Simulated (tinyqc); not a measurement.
MOS capacitor on a p-type substrate, surface potential from the exact charge relation: one step of the calculation.

Uniform p-type substrate, Boltzmann statistics, full ionisation, classical densities. psi is the surface potential against the body (positive when the bands bend down) and u = psi/Vt. Traps are spread evenly over the gap and neutral at flat band, so their charge is -q Dit psi; the minority quasi-Fermi level is shifted by Vb.

Problem. Newton step for the surface potential. u = psi/Vt; F^2 = exp(-u) + u - 1 + r (exp(u) - u - 1); Qs = -sign(u) Q0 F; Cs = -dQs/dpsi = (Q0/Vt) |1 - exp(-u) + r (exp(u) - 1)|/(2 F). f = Vfb + psi + (q Dit psi - Qs)/Cox - Vg, f' = 1 + (Cs + q Dit)/Cox, psi(new) = psi - f/f'.

Values chosen for this exercise; band and dielectric values those of a made-up semiconductor: temperature T = 250 K; density of interface traps Dit = 0 cm^-2 eV^-1; gate voltage against the body Vg = -1.37 V.

Constants: q = 1.602176634e-19 C, kB = 1.380649e-23 J/K, Vt = kB T/q. Results are converted to the units shown.

psi at the start = 0.021543333 V
Cox = 0.16443492 uF/cm^2
Vfb = 0.0021536764 V
Q0 = 36.335228 nC/cm^2
r = 5.6693859e-13

Wanted: u; F; Qs; Cs; f; f'; psi after iteration 1.

Solution.

u = 1.0000
F = 0.60653
Qs = -22.038 nC/cm^2
Cs = 0.87889 uF/cm^2
f = 1.5277 V
f' = 6.3449
psi after iteration 1 = -0.21924 V

Computed by the program tinyqc: `OMP_NUM_THREADS=1 python tinyqc.py 2060163 2060164 out.jsonl`, one thread of a shared Intel Xeon 2.30GHz, about 0.01 s for the whole run.
